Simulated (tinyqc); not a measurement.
Slope factor and drain-induced lowering from three currents.

Inverse problem. With source and body at 0 V, I = A exp((Vg + dd Vd)/(nf Vt)) (1 - exp(-Vd/Vt)). Find nf, the swing nf Vt ln 10 and dd.

Parameters, values chosen for the exercise:

| symbol | value | unit | meaning |
|---|---|---|---|
| T | 330 | K | temperature |

Constants: q = 1.602176634e-19 C, kB = 1.380649e-23 J/K, Vt = kB T/q. Results are converted to the units shown.

currents at (Vg, Vd) = (0, 0.05), (0, 0.9) and (0.1, 0.9) V (nA/um): 0.017563427  0.14156822  2.3069259

Solution. The pair at equal Vd gives nf; the pair at equal Vg, after dividing out the factors 1 - exp(-Vd/Vt), gives dd.

nf = 1.26
swing = 82.5 mV/decade
dd = 0.0800

Numbers from tinyqc (`OMP_NUM_THREADS=1 python tinyqc.py 2242272 2242273 out.jsonl`; about 0.04 s on one thread of a shared Intel Xeon 2.30GHz).
